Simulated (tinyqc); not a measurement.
# Short-channel transistor, virtual-source model with series resistance: several studies

The current per gate width is the charge at the top of the source barrier (the virtual source) times its velocity times a saturation function; al and be are fitting constants of the model. Units: I in uA/um, Rs in ohm um, so I Rs = 1e-6 I Rs in volts; Q in uC/cm^2, so I = 1e-4 Q vx0 Fsat with vx0 in cm/s.

Values chosen for this exercise: temperature T = 250 K; inversion capacitance Cinv = 2.38 uF/cm^2; velocity at the virtual source vx0 = 1.15e7 cm/s; apparent mobility mu = 890 cm^2/(V s); channel length L = 130 nm; threshold at zero drain voltage VT0 = 0.348 V; drain-induced barrier lowering dl = 0.079 V/V; subthreshold factor n0 = 1.32; growth of n with drain voltage nd = 0.05 1/V; threshold shift (in units of Vt) from weak to strong inversion al = 3.5; sharpness of saturation be = 1.8; series resistance of each contact Rs = 400 ohm um.

Constants: q = 1.602176634e-19 C, kB = 1.380649e-23 J/K, Vt = kB T/q. Results are converted to the units shown.

Each table varies one quantity; the others keep the values above.

## Output curve

Intrinsic voltages Vg' = Vgs - I Rs, Vd' = Vds - 2 I Rs. n = n0 + nd Vd', VT = VT0 - dl Vd', Ff = 1/(1 + exp((Vg' - VT + al Vt/2)/(al Vt))), Q = Cinv n Vt ln(1 + exp((Vg' - VT + al Vt Ff)/(n Vt))), Vdsat = (vx0 L/mu)(1 - Ff) + Vt Ff, Fsat = u/(1 + u^be)^(1/be) with u = Vd'/Vdsat, and I = Q vx0 Fsat per width. I is solved self-consistently. gds = dI/dVds, gm = dI/dVgs.

In this table Vgs = 1.2 V.

Output curve:
```
Vds (V)	I (uA/um)	Fsat	gds (uS/um)	gain gm/gds
0.13	148.12	0.068187	1131.2	0.014593
0.26	293.85	0.14578	1109.6	0.034827
0.4	447.00	0.24139	1076.1	0.067529
0.53	584.08	0.34235	1029.7	0.11653
0.66	713.69	0.45461	959.28	0.20118
0.8	840.32	0.58369	840.99	0.37860
0.93	939.80	0.70043	681.89	0.72182
1.07	1021.3	0.80499	483.05	1.4847
1.2	1073.6	0.87235	329.63	2.7232
```

The current rises from 148 to 1070 uA/um as Fsat rises from 0.0682 to 0.872; gds falls from 1130 to 330 uS/um. The gain ends at 2.72, against 1/dl = 12.7 for a current that depends on Vds through barrier lowering alone.

## Effect of the apparent mobility on the on and off currents

Same model as above.

Ion is I at Vgs = Vds = 1.2 V, Ioff at Vgs = 0, Vds = 1.2 V, and Rlin = Vds/I at Vgs = 1.2 V, Vds = 0.05 V.

Effect of the apparent mobility on the on and off currents:
```
mu (cm^2/(V s))	Ion (uA/um)	Ioff (nA/um)	log10(Ion/Ioff)	Rlin (ohm um)
50	499.14	175.30	3.4544	2093.2
85	637.02	177.10	3.5559	1564.2
140	762.26	177.83	3.6321	1265.9
240	882.27	178.18	3.6947	1072.9
410	978.91	178.33	3.7395	960.26
700	1049.9	178.41	3.7698	894.07
1200	1096.4	178.44	3.7885	854.96
2000	1121.2	178.46	3.7981	833.00
```

What does the table show?

As mu goes from 50 to 2000 cm^2/(V s), Ion rises from 499 to 1120 uA/um, Ioff rises from 175 to 178 nA/um and Rlin falls from 2090 to 833 ohm um. Ion changes by a factor of 2.25 and Ioff by 1.02.

## Effect of the threshold at zero drain voltage on the on and off currents

Same model as above.

Effect of the threshold at zero drain voltage on the on and off currents:
```
VT0 (V)	Ion (uA/um)	Ioff (nA/um)	log10(Ion/Ioff)	Rlin (ohm um)
0.15	1221	3.010e4	1.608	859.8
0.2	1190	1.151e4	2.015	862.8
0.25	1155	3342	2.538	866.2
0.3	1115	792.7	3.148	870.0
0.35	1072	167.4	3.806	874.2
0.4	1025	33.28	4.489	879.0
0.45	975.9	6.409	5.183	884.4
0.5	924.3	1.214	5.882	890.6
```

As VT0 goes from 0.15 to 0.5 V, Ion falls from 1220 to 924 uA/um, Ioff falls from 30100 to 1.21 nA/um and Rlin rises from 860 to 891 ohm um. Ion changes by a factor of 0.757 and Ioff by 4.03e-5. The off current depends on it through an exponential, the on current about linearly. For VT0 = 0.15 to 0.25 V the off current passes 1 uA/um, so the device is hardly off at Vgs = 0.

Computed by the program tinyqc: `OMP_NUM_THREADS=1 python tinyqc.py 2380079 2380080 out.jsonl`, one thread of a shared Intel Xeon 2.30GHz, about 0.01 s for the whole run.
